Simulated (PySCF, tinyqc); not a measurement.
Coupled-perturbed Hartree-Fock on RHF in the sto-6g basis, for H4, spin multiplicity 1, step by step. The lowest restricted solution is unstable here: a spin-polarised one lies 0.0139 hartree lower (PySCF). One step of it, computed by the program tinyqc.

Task: Response to a field: uncoupled start. Field along z; U_ai = -mu_ai / (e_a - e_i), alpha = -4 sum U_ai mu_ai.

orbital energies (hartree): MO1 -0.505272, MO2 -0.364742, MO3 0.219713, MO4 0.513379

dipole integrals <a|z|i> (bohr):
```
           i1         i2
a3  -0.001096   1.954735
a4   0.460578  -0.000856
```

Give: uncoupled U; uncoupled polarisability.

Result:

uncoupled U:
```
         i1       i2
a3   0.0015  -3.3445
a4  -0.4521   0.0010
```

uncoupled polarisability = 26.9838 bohr^3
